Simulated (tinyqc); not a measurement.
MOSFET in the linear regime without short-channel effects, parameter extraction from computed curves: extraction methods against the temperature.

Inversion charge Q = Cox n Vt W0(exp((Vg - VT)/(n Vt))), W0 the Lambert function and n = nf; u = Q/Cox; mobility mu = mu0/(1 + th1 u + th2 u^2); channel resistance Rch = (L - dL)/(W mu Q); Id = Vd/(Rch + Rsd/W). Cox = eps0 eox/tox. Small Vd, no channel-length or drain effects.

From the continuous curve Id(Vg): tangent at peak gm (V_ext = Vg - Id/gm); constant current Id = 0.1 uA W/L; peak of d2Id/dVg2; Y = Id/sqrt(gm) drawn through Vg = VT + 0.6 and VT + 0.8 V, with intercept VT_Y and slope s. Mobilities gm,max L/(W Cox Vd) and s^2 L/(W Cox Vd) with the drawn L. Last column: share of Rsd/W in the total resistance at VT + 0.8 V.

Values chosen for this exercise; channel values of the order met in silicon transistors:
```
symbol,value,unit,meaning
eox,3.9,,relative permittivity of the gate insulator (close to silicon dioxide)
tox,1.9,nm,insulator thickness
mu0,180,cm^2/(V s),low-field mobility
th1,0.29,1/V,first mobility attenuation factor
th2,0,1/V^2,second mobility attenuation factor
VT,0.34,V,threshold voltage
nf,1.2,,body factor
W,10,um,gate width
L,0.36,um,drawn gate length
dL,0.018,um,drawn less effective length
Rsd,310,ohm um,source plus drain resistance
Vd,0.05,V,drain voltage
```

Constants: q = 1.602176634e-19 C, kB = 1.380649e-23 J/K, Vt = kB T/q, eps0 = 8.8541878128e-14 F/cm where lengths are in cm. Results are converted to the units shown.

Result of one run:
```
T (K),V_ext (V),constant current (V),second derivative (V),VT_Y (V),mobility from gm (cm^2/(V s)),mobility from Y (cm^2/(V s)),series share (%)
77,0.346,0.343,0.338,0.363,157,185,15.6
```

What becomes of these results when the temperature T is changed from 77 to 370 K, all else the same?

Result of the changed run:
```
T (K),V_ext (V),constant current (V),second derivative (V),VT_Y (V),mobility from gm (cm^2/(V s)),mobility from Y (cm^2/(V s)),series share (%)
370,0.338,0.274,0.328,0.386,128,167,14.6
```

The whole series:
```
T (K),V_ext (V),constant current (V),second derivative (V),VT_Y (V),mobility from gm (cm^2/(V s)),mobility from Y (cm^2/(V s)),series share (%)
77,0.346,0.343,0.338,0.363,157,185,15.6
110,0.347,0.338,0.338,0.369,152,183,15.5
150,0.347,0.331,0.336,0.374,147,181,15.3
220,0.345,0.315,0.334,0.381,139,176,15.0
300,0.342,0.294,0.331,0.385,133,171,14.8
370,0.338,0.274,0.328,0.386,128,167,14.6
450,0.333,0.249,0.324,0.386,123,163,14.3
```

The model has VT = 0.34 V and mu0 = 180 cm^2/(V s). Over the table the extracted thresholds move by 14 mV (tangent), 94 mV (constant current), 14 mV (second derivative), 23 mV (Y function). The mobility from gm falls from 157 to 123 and that from Y falls from 185 to 163 cm^2/(V s).

tinyqc, about 0.01 s, one thread, Intel Xeon 2.30GHz (shared host): `OMP_NUM_THREADS=1 python tinyqc.py 2210125 2210126 out.jsonl`
